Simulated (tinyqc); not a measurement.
Worked calculation: Hueckel theory of the pi electrons, for the molecule C=Cc1cccc2c(Cl)ccc-2c1 (SMILES; centres numbered as the heavy atoms are written). Computed by tinyqc, a small Python program that keeps every step. Settings: charge = 0. Command: `OMP_NUM_THREADS=1 python tinyqc.py 28301 28302 out.jsonl` (the two numbers bound the seeds that draw the settings). One thread of a shared host (Intel(R) Xeon(R) Processor @ 2.60GHz), about 0.02 s of CPU time with the checks.

## The Hueckel matrix

Centres:
```
centre  z_r, pi electrons of the neutral centre         h
1C                                            1  0.000000
2C                                            1  0.000000
3C                                            1  0.000000
4C                                            1  0.000000
5C                                            1  0.000000
6C                                            1  0.000000
7C                                            1  0.000000
8C                                            1  0.000000
9Cl                                           2  2.010000
10C                                           1  0.000000
11C                                           1  0.000000
12C                                           1  0.000000
13C                                           1  0.000000
```

Bonds:
```
i    j         k
1    2         1
2    3         1
3    4         1
4    5         1
5    6         1
6    7         1
7    8         1
8    9  0.410000
8   10         1
10  11         1
11  12         1
12  13         1
13   3         1
12   7         1
```

H_rr = alpha + h_r beta, H_rs = k_rs beta for bonded centres.

Hueckel matrix in units of beta (H = alpha + beta A), order 1C, 2C, 3C, 4C, 5C, 6C, 7C, 8C, 9Cl, 10C, 11C, 12C, 13C:
```
[[0.000000, 1.000000, 0.000000, 0.000000, 0.000000, 0.000000, 0.000000, 0.000000, 0.000000, 0.000000, 0.000000, 0.000000, 0.000000],
 [1.000000, 0.000000, 1.000000, 0.000000, 0.000000, 0.000000, 0.000000, 0.000000, 0.000000, 0.000000, 0.000000, 0.000000, 0.000000],
 [0.000000, 1.000000, 0.000000, 1.000000, 0.000000, 0.000000, 0.000000, 0.000000, 0.000000, 0.000000, 0.000000, 0.000000, 1.000000],
 [0.000000, 0.000000, 1.000000, 0.000000, 1.000000, 0.000000, 0.000000, 0.000000, 0.000000, 0.000000, 0.000000, 0.000000, 0.000000],
 [0.000000, 0.000000, 0.000000, 1.000000, 0.000000, 1.000000, 0.000000, 0.000000, 0.000000, 0.000000, 0.000000, 0.000000, 0.000000],
 [0.000000, 0.000000, 0.000000, 0.000000, 1.000000, 0.000000, 1.000000, 0.000000, 0.000000, 0.000000, 0.000000, 0.000000, 0.000000],
 [0.000000, 0.000000, 0.000000, 0.000000, 0.000000, 1.000000, 0.000000, 1.000000, 0.000000, 0.000000, 0.000000, 1.000000, 0.000000],
 [0.000000, 0.000000, 0.000000, 0.000000, 0.000000, 0.000000, 1.000000, 0.000000, 0.410000, 1.000000, 0.000000, 0.000000, 0.000000],
 [0.000000, 0.000000, 0.000000, 0.000000, 0.000000, 0.000000, 0.000000, 0.410000, 2.010000, 0.000000, 0.000000, 0.000000, 0.000000],
 [0.000000, 0.000000, 0.000000, 0.000000, 0.000000, 0.000000, 0.000000, 1.000000, 0.000000, 0.000000, 1.000000, 0.000000, 0.000000],
 [0.000000, 0.000000, 0.000000, 0.000000, 0.000000, 0.000000, 0.000000, 0.000000, 0.000000, 1.000000, 0.000000, 1.000000, 0.000000],
 [0.000000, 0.000000, 0.000000, 0.000000, 0.000000, 0.000000, 1.000000, 0.000000, 0.000000, 0.000000, 1.000000, 0.000000, 1.000000],
 [0.000000, 0.000000, 1.000000, 0.000000, 0.000000, 0.000000, 0.000000, 0.000000, 0.000000, 0.000000, 0.000000, 1.000000, 0.000000]]
```

## Orbitals

pi electrons, sum of z_r less the charge = 14

Diagonalise; E = alpha + x beta with beta < 0, so the largest x are filled first; degenerate levels share their electrons. P = sum n_i c_ri c_si; each orbital has its largest coefficient positive (the first on a tie).

x values: [2.390173, 2.085713, 1.810107, 1.448222, 0.974853, 0.830424, 0.392920, -0.394499, -0.567894, -1.175339, -1.642953, -2.003016, -2.138711]

occupations: [2.000000, 2.000000, 2.000000, 2.000000, 2.000000, 2.000000, 2.000000, 0.000000, 0.000000, 0.000000, 0.000000, 0.000000, 0.000000]

coefficients, order 1C, 2C, 3C, 4C, 5C, 6C, 7C, 8C, 9Cl, 10C, 11C, 12C, 13C:
```
[[0.048767, -0.094012, 0.201369, -0.152862, 0.417648, -0.341970, -0.364099, 0.153742, 0.499199, -0.431603, -0.111789, 0.133173, 0.107594],
 [0.116561, -0.196081, 0.364499, -0.221378, 0.407145, -0.283980, -0.143062, -0.060651, -0.283492, 0.507280, 0.183665, -0.266749, -0.230113],
 [0.229835, -0.314958, 0.458413, -0.167742, -0.020741, 0.106146, 0.307887, -0.129815, -0.338205, -0.164623, -0.189963, 0.401128, 0.384552],
 [0.169014, -0.227834, 0.335074, 0.251930, -0.010527, 0.418188, 0.077112, 0.524365, 0.023593, -0.266272, 0.169450, -0.397168, -0.173126],
 [0.174137, -0.160238, 0.148106, 0.532592, 0.010479, 0.241127, -0.277588, -0.077047, 0.324807, 0.477583, -0.088435, 0.394406, -0.014286],
 [0.247204, -0.106377, -0.066986, 0.519383, 0.020742, -0.217950, -0.186182, -0.493971, -0.208049, -0.295050, -0.024155, -0.392833, 0.203679],
 [0.416724, -0.061634, -0.269358, 0.219589, 0.009742, -0.422118, 0.204434, 0.271918, -0.206657, -0.130800, 0.128121, 0.392445, -0.421325],
 [0.348216, 0.148831, -0.197852, 0.026949, 0.374370, 0.011809, 0.500950, 0.094152, 0.243871, 0.228309, -0.443688, -0.271632, 0.185404],
 [0.375535, 0.805950, 0.405812, -0.019668, -0.148280, -0.004105, -0.127012, -0.016054, -0.038786, -0.029387, 0.049799, 0.027752, -0.018323],
 [0.261603, 0.041614, -0.255157, -0.172498, 0.416009, 0.433608, 0.044474, -0.302479, 0.084067, -0.125492, 0.580421, 0.140261, 0.032311],
 [0.277062, -0.062037, -0.264010, -0.276764, 0.031178, 0.348269, -0.483475, 0.025175, -0.291612, -0.080813, -0.509916, -0.009312, -0.254508],
 [0.400622, -0.171005, -0.222729, -0.228318, -0.385615, -0.144396, -0.234441, 0.292547, 0.081538, 0.220475, 0.257347, -0.121608, 0.512009],
 [0.263770, -0.232996, 0.130204, -0.273480, -0.416838, -0.046061, 0.186924, -0.412503, 0.451964, -0.047520, -0.041014, -0.139550, -0.419206]]
```

charge and bond-order matrix P, order 1C, 2C, 3C, 4C, 5C, 6C, 7C, 8C, 9Cl, 10C, 11C, 12C, 13C:
```
[[0.998148, 0.901204, 0.003414, -0.233713, -0.010090, 0.160315, 0.024591, -0.142100, 0.025979, -0.013792, 0.156886, -0.001296, -0.247215],
 [0.901204, 1.001562, 0.420276, -0.006676, -0.073398, 0.014502, 0.016918, 0.021451, -0.006044, 0.014786, -0.015088, -0.065737, 0.002118],
 [0.003414, 0.420276, 0.993589, 0.580591, 0.017916, -0.216795, -0.054375, 0.171327, -0.029331, 0.020155, -0.207837, 0.005244, 0.601754],
 [-0.233713, -0.006676, 0.580591, 0.874310, 0.658124, 0.137401, -0.222645, 0.010132, 0.001840, 0.172319, 0.021611, -0.199767, 0.143871],
 [-0.010090, -0.073398, 0.017916, 0.658124, 0.993795, 0.652274, 0.002141, -0.220898, 0.037185, 0.011588, 0.180389, -0.062407, -0.220930],
 [0.160315, 0.014502, -0.216795, 0.137401, 0.652274, 0.858536, 0.591614, 0.018843, -0.017667, -0.212827, -0.072430, 0.161368, -0.188362],
 [0.024591, 0.016918, -0.054375, -0.222645, 0.002141, 0.591614, 1.036605, 0.592441, -0.064970, -0.065175, -0.231849, 0.393229, 0.165503],
 [-0.142100, 0.021451, 0.171327, 0.010132, -0.220898, 0.018843, 0.592441, 1.149038, 0.101420, 0.652527, -0.188782, -0.223089, -0.077829],
 [0.025979, -0.006044, -0.029331, 0.001840, 0.037185, -0.017667, -0.064970, 0.101420, 1.987577, -0.074976, 0.015414, 0.028558, 0.015491],
 [-0.013792, 0.014786, 0.020155, 0.172319, 0.011588, -0.212827, -0.065175, 0.652527, -0.074976, 1.056171, 0.654968, -0.079108, -0.223616],
 [0.156886, -0.015088, -0.207837, 0.021611, 0.180389, -0.072430, -0.231849, -0.188782, 0.015414, 0.654968, 1.165845, 0.589266, 0.018876],
 [-0.001296, -0.065737, 0.005244, -0.199767, -0.062407, 0.161368, 0.393229, -0.223089, 0.028558, -0.079108, 0.589266, 1.031979, 0.605045],
 [-0.247215, 0.002118, 0.601754, 0.143871, -0.220930, -0.188362, 0.165503, -0.077829, 0.015491, -0.223616, 0.018876, 0.605045, 0.852845]]
```

## Energy, charges, bond orders

E = sum n x; q_r = z_r - P_rr; bond order p = P_rs; free valence = sqrt(3) - sum of p over the bonds of the atom.

pi energy = 14 alpha + this times beta = 19.864826

pi charges: [0.001852, -0.001562, 0.006411, 0.125690, 0.006205, 0.141464, -0.036605, -0.149038, 0.012423, -0.056171, -0.165845, -0.031979, 0.147155]

Bond orders and lengths from R = 1.517 - 0.180 p (angstrom, C-C alone):
```
bond          p         R
1-2    0.901204  1.354783
2-3    0.420276  1.441350
3-4    0.580591  1.412494
4-5    0.658124  1.398538
5-6    0.652274  1.399591
6-7    0.591614  1.410509
7-8    0.592441  1.410361
8-9    0.101420         -
8-10   0.652527  1.399545
10-11  0.654968  1.399106
11-12  0.589266  1.410932
12-13  0.605045  1.408092
13-3   0.601754  1.408684
12-7   0.393229  1.446219
```

free valence of the carbons: [0.830847, 0.410571, 0.129429, 0.493335, 0.421652, 0.488162, 0.154766, 0.385662, 0.424556, 0.487816, 0.144510, 0.525251]

gap between the highest filled and the next level = 0.787419 |beta|
